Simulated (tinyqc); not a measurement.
## Trap density from two Hall measurements

Question. p-type body, charge-sheet picture, full ionisation (an idealisation for deep acceptors), Boltzmann statistics for free electrons. e = Ec - EF at the surface. psi = Eg - Vt ln(Nv/Na) - e; N_dep = sqrt(2 eps0 eps_r Na (psi - Vt)/q); n_f = sqrt(N_dep^2 + 2 eps0 eps_r Vt Nc exp(-e/Vt)/q) - N_dep; Vg = Vfb + psi + q (N_dep + n_t + n_f)/Cox, Cox = eps0 eox/tox. Find e and n_t at both points and the mean trap density between them.

Inputs (values chosen for the exercise); band and dielectric values close to those of 4H silicon carbide:

| symbol | value | unit | meaning |
|---|---|---|---|
| T | 250 | K | temperature |
| Eg | 3.27 | eV | band gap |
| eps_r | 9.81 |  | relative permittivity |
| Nc | 1.27e19 | cm^-3 | conduction-band density of states at T |
| Nv | 1.87e19 | cm^-3 | valence-band density of states at T |
| eox | 3.9 |  | relative permittivity of the insulator |
| tox | 25 | nm | insulator thickness |
| Na | 1.8e17 | cm^-3 | acceptor density |
| Vfb | -2.13 | V | flat-band voltage without trapped charge |

Constants: q = 1.602176634e-19 C, kB = 1.380649e-23 J/K, Vt = kB T/q, eps0 = 8.8541878128e-14 F/cm where lengths are in cm. Results are converted to the units shown.

Vg (V): 4.0231176  4.6918352
free sheet density from the Hall effect (cm^-2): 3.1809148e8  3.0798638e10

Solution. Each n_f fixes e; what the gate voltage holds beyond psi, N_dep and n_f is trapped; the difference quotient is the density, smeared over a few Vt.

e (eV): 0.163  0.0640
n_t (cm^-2): 2.98e11  7.19e11
mean trap density = 4.25e12 cm^-2 eV^-1

Program tinyqc, `OMP_NUM_THREADS=1 python tinyqc.py 2222147 2222148 out.jsonl`; Intel Xeon 2.30GHz, shared host, one thread, about 0.02 s.
